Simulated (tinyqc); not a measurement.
Weibull analysis of times to dielectric breakdown, with area scaling: one step of the calculation.

Breakdown times follow F(t) = 1 - exp(-(t/t63)^beta). The 10 times below were drawn at random from beta = 3.5, t63 = 170 s and are treated as data; all samples failed.

Task. Likelihood estimate of beta. Maximum likelihood: a(beta) = 1/beta with a = sum t^beta ln t/sum t^beta - mean ln t. Newton step: beta(new) = beta - [a - 1/beta]/[v + 1/beta^2], v the variance of ln t under the weights t^beta.

t, i 1 to 10 (s): [46, 138, 142, 150, 152, 153, 162, 179, 189, 232]
beta after iteration 1 = 3.3813811

Find: beta after iteration 2.

Result.

beta after iteration 2 = 3.9372

Computed by the program tinyqc: `OMP_NUM_THREADS=1 python tinyqc.py 2070034 2070035 out.jsonl`, one thread of a shared Intel Xeon 2.30GHz, about 0.01 s for the whole run.
